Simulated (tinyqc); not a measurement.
Drift layer from breakdown voltage and on-resistance.

Problem. An ideal drift layer with a triangular field at breakdown has BV = Ec W/2, N = eps0 eps_r Ec/(q W) and Ron = W/(q mu N). Find Ec, W and N.

Inputs (values chosen for the exercise):

| symbol | value | unit | meaning |
|---|---|---|---|
| eps_r | 13.1 |  | relative permittivity |
| mu | 8200 | cm^2/(V s) | electron mobility of the drift layer |

Constants: q = 1.602176634e-19 C, eps0 = 8.8541878128e-14 F/cm where lengths are in cm. Results are converted to the units shown.

BV = 48.087583 V
Ron = 0.017408967 mohm cm^2

Answer. Eliminating W and N gives Ron = 4 BV^2/(eps0 eps_r mu Ec^3), which yields Ec.

Ec = 382 kV/cm
W = 2.52 um
N = 1.10e16 cm^-3

tinyqc, about 0.07 s, one thread, Intel Xeon 2.30GHz (shared host): `OMP_NUM_THREADS=1 python tinyqc.py 2120110 2120111 out.jsonl`
